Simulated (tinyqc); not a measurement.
Worked calculation: surface segregation during layer-by-layer epitaxy: two-layer exchange kinetics and the shape of quantum wells and delta layers. Computed by tinyqc, a small Python program that keeps every step. Command: `OMP_NUM_THREADS=1 python tinyqc.py 3030047 3030048 out.jsonl mbeseg walk`. One thread of a shared host (Intel(R) Xeon(R) Processor @ 2.30GHz), about 0.02 s of CPU time with the checks. Intermediate numbers are printed to about 5 digits and carried at full precision; extremes and crossings named in words are read from the listed rows.

Atoms A and B exchange only between the growing layer and the one below it. B is supplied for N layers, then pure A follows.

Inputs (values chosen for the exercise, close to those used for indium in GaAs):
```
quantity                                   value      unit
barrier E1 for B to move up                 1.85        eV
segregation energy E_s                      0.21        eV
attempt frequency nu                          10       THz
growth rate G                               0.26  layers/s
share x0 of B in the flux during the well   0.27         -
layers in the well N                           4         -
layer thickness                             2.83  angstrom
temperature T                                470         C
```

Constants: k_B = 8.617333262e-05 eV/K.

## Exchange rates

p1 = nu exp(-E1/(k_B T)) (B up, A down), p2 = nu exp(-(E1 + E_s)/(k_B T)) (B down); time per layer tau = 1/G; K = p1/p2. Temperatures in kelvin are T(C) + 273.15. Dilute equilibrium share passed up per layer R_eq = K/(1 + K).

p1 = 2.8442 1/s

p2 = 0.10711 1/s

p1 tau = 10.939

K = 26.555

R_eq = 0.96371

Exchange is fast against growth: the two layers are near equilibrium.

## The second layer

Each layer is deposited complete with B share x_dep and then exchanges for the time tau = 1/G with the layer below, whose share is b (total c = s + b fixed): ds/dt = p1 b (1 - s) - p2 s (1 - b), s(0) = x_dep. With the roots s1 < s2 of the right side, (s - s1)/(s - s2) = [(s(0) - s1)/(s(0) - s2)] exp(-(p1 - p2)(s2 - s1) tau). The lower layer is then buried with c - s, and s becomes the b of the next layer. Layer 1 is deposited on pure A with share x0; with nothing to lift from below, take b = 0 and s(0) = x0 for it. Then layer 2 has x_dep = x0.

share in layer 1 after its exchange = 0.25714

root s1 for layer 2 = 0.49195

root s2 for layer 2 = 1.1134

share in layer 2 after its exchange = 0.49172

share buried in layer 1 = 0.035418

## Buried profile

In the dilute tail each layer passes up the share R = R_eq (1 - exp(-(p1 + p2) tau)); decay length = -layer thickness/ln R. Index 0 is the last layer of pure A below the well. Share of B outside the intended layers 1..N = 1 - (sum over 1..N)/(N x0).

Share of B:
```
layer  intended   buried
0          0.00  0.01286
1          0.27  0.03542
2          0.27  0.07754
3          0.27  0.14417
4          0.27  0.09132
5          0.00  0.06766
6          0.00  0.05407
7          0.00  0.04513
8          0.00  0.03873
9          0.00  0.03389
10         0.00  0.03008
14         0.00  0.02041
19         0.00  0.01403
29         0.00  0.00777
```

share passed up R = 0.96370

decay length = 76.532 angstrom

peak share (largest buried share) = 0.14417

share of B outside the well = 0.67737

The peak reaches 53 % of x0. B is missing at the lower interface and trails into the cap. Caution: the floating layer fills towards saturation, so the dilute decay length holds only far out in the tail. Caution: two-layer exchange with complete layers is a simplification that can understate segregation at low temperature; desorption, step-edge exchange and surfactants are left out.

## Kinetic against equilibrium segregation over temperature

R_eq = K/(1 + K).

Segregation:
```
T (C)      p1 tau     R_eq        R  decay length (angstrom)  peak share
350    4.1975e-02  0.98037  0.04109                    0.887     0.26999
390    3.3533e-01  0.97527  0.28376                    2.247     0.26773
430    2.1149e+00  0.96970  0.86019                   18.791     0.20948
470    1.0939e+01  0.96371  0.96370                   76.532     0.14417
510    4.7839e+01  0.95737  0.95737                   64.966     0.14687
550    1.8126e+02  0.95076  0.95076                   56.045     0.15175
590    6.0703e+02  0.94392  0.94392                   49.038     0.15632
630    1.8265e+03  0.93692  0.93692                   43.437     0.16061
```

The decay length peaks at 470 C among these rows: below, exchange is too slow; above, equilibrium rules and K = exp(E_s/(k_B T)) falls. p1 tau passes 1 between 390 and 430 C, below which sharp interfaces can be grown. Caution: decay lengths below one layer thickness are only formal. Caution: in the hottest rows B can desorb, which is left out.

Checks made by the program: closed form against integration of the exchange equation (relative difference below 1e-10); conservation of B (relative difference below 1e-10).
